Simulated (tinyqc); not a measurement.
Harmonic transition-state theory with quantum, tunnelling and friction corrections: one step, computed by the program tinyqc. Command: `OMP_NUM_THREADS=1 python tinyqc.py 3019771 3019772 out.jsonl rates walk`. One thread of a shared host (Intel(R) Xeon(R) Processor @ 2.30GHz), about 0.08 s of CPU time with the checks.

One atom hops between equivalent sites; three modes at the minimum and two real modes at the saddle are treated as harmonic, the rest of the crystal as unchanged; melting is ignored, so hot rows may lie above the melting point.

Task: Tunnelling factors. With u = h nu_b/(k_B T): Wigner factor 1 + u^2/24; parabolic barrier (Bell) (u/2)/sin(u/2), valid above T_c = h nu_b/(2 pi k_B); symmetric Eckart barrier: kappa = int_0^infinity P(E) exp(-(E - E_b)/(k_B T)) dE/(k_B T), P = (cosh 2a - 1)/(cosh 2a + cosh 2d), a = alpha sqrt(E/E_b), alpha = 2 pi E_b/(h nu_b), 2d = 2 sqrt(alpha^2 - pi^2/4).

Inputs (values chosen for the exercise, modelled on interstitial copper in silicon): barrier E_b = 0.208 eV; imaginary frequency at the saddle nu_b = 3.5 THz; temperature T = 219 K.

Lattice of sites: three-dimensional.

Constants: h x 1 THz = 4.135667696 meV; k_B = 8.617333262e-05 eV/K.

Give: u; crossover temperature T_c; Wigner factor; Bell factor; Eckart factor.

Result:

u = 0.7670

crossover temperature T_c = 26.73 K

Wigner factor = 1.025

Bell factor = 1.025

Eckart factor = 1.027

T/T_c = 8.19: tunnelling is a small correction.
